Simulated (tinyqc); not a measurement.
# Free and trapped electrons in a MOS channel with a dense trap tail: effect of the acceptor density

p-type body, charge-sheet picture, full ionisation (an idealisation for deep acceptors), Boltzmann statistics for free electrons. e = Ec - EF at the surface. Acceptor-like traps of density D(E) = D0 + De exp(-E/Ew) at depth E below Ec, from 0 to Eu, hold n_t = integral of D(E)/(1 + exp((e - E)/Vt)). psi = Eg - Vt ln(Nv/Na) - e; N_dep = sqrt(2 eps0 eps_r Na (psi - Vt)/q); n_f = sqrt(N_dep^2 + 2 eps0 eps_r Vt Nc exp(-e/Vt)/q) - N_dep; Vg = Vfb + psi + q (N_dep + n_t + n_f)/Cox, Cox = eps0 eox/tox.

Vfb is held fixed. VT is the Vg for n_f = 1e11 cm^-2; swing ln 10 n_f/(dn_f/dVg) at n_f = 1e8 cm^-2; the last three columns are for Vg = VT + 2.6 V, with free share n_f/(n_f + n_t) and field-effect mobility mf q (dn_f/dVg)/Cox; there EF is near the band edge, where Boltzmann statistics are rough.

Inputs (values chosen for the exercise); band and dielectric values close to those of 4H silicon carbide:
- T = 250 K (temperature)
- Eg = 3.24 eV (band gap)
- eps_r = 9.53 (relative permittivity)
- Nc = 1.29e19 cm^-3 (conduction-band density of states at T)
- Nv = 1.89e19 cm^-3 (valence-band density of states at T)
- eox = 3.9 (relative permittivity of the insulator)
- tox = 32 nm (insulator thickness)
- Vfb = -2.37 V (flat-band voltage without trapped charge)
- D0 = 2.5e11 cm^-2 eV^-1 (constant background density of acceptor-like traps)
- De = 3.3e12 cm^-2 eV^-1 (density of the tail at the conduction edge)
- Ew = 0.07 eV (decay energy of the tail)
- Eu = 0.83 eV (depth below Ec down to which the traps reach)
- mf = 160 cm^2/(V s) (mobility of free electrons)

Constants: q = 1.602176634e-19 C, kB = 1.380649e-23 J/K, Vt = kB T/q, eps0 = 8.8541878128e-14 F/cm where lengths are in cm. Results are converted to the units shown.

Results:
```
Na (cm^-3),e at VT (eV),VT (V),q n_t/Cox at VT (V),swing (mV/decade),n_f (cm^-2),free share (%),field-effect mobility (cm^2/(V s))
1e15,0.08992,1.360,0.3837,79.62,1.643e12,80.34,153.0
6e15,0.07347,1.831,0.4166,85.64,1.663e12,80.30,154.0
1e16,0.06843,2.048,0.4277,88.17,1.669e12,80.26,154.4
3e16,0.05723,2.727,0.4537,95.61,1.680e12,80.16,155.1
8e16,0.04697,3.715,0.4792,105.7,1.688e12,80.05,155.7
2e17,0.03724,5.172,0.5043,119.7,1.693e12,79.93,156.0
5e17,0.02742,7.454,0.5297,140.6,1.693e12,79.79,156.0
```

Estimate the missing row, Na = 2e15 cm^-3.

Computed row:
```
Na (cm^-3),e at VT (eV),VT (V),q n_t/Cox at VT (V),swing (mV/decade),n_f (cm^-2),free share (%),field-effect mobility (cm^2/(V s))
2e15,0.08384,1.502,0.3953,81.53,1.650e12,80.34,153.4
```

With this row back in the table: As Na goes from 1e15 to 5e17, VT rises from 1.36 to 7.45 V, its part due to traps rises from 0.384 to 0.530 V, the swing rises from 79.6 to 141 mV/decade and the field-effect mobility rises from 153 to 156 cm^2/(V s). Most of the rise of VT is depletion charge; the trap part grows since the same n_f needs EF nearer the band edge at heavier doping. For Na = 2e17, 5e17 e is under 2 Vt already at VT, so VT too is rough.

Program tinyqc, `OMP_NUM_THREADS=1 python tinyqc.py 2222033 2222034 out.jsonl`; Intel Xeon 2.30GHz, shared host, one thread, about 0.03 s.
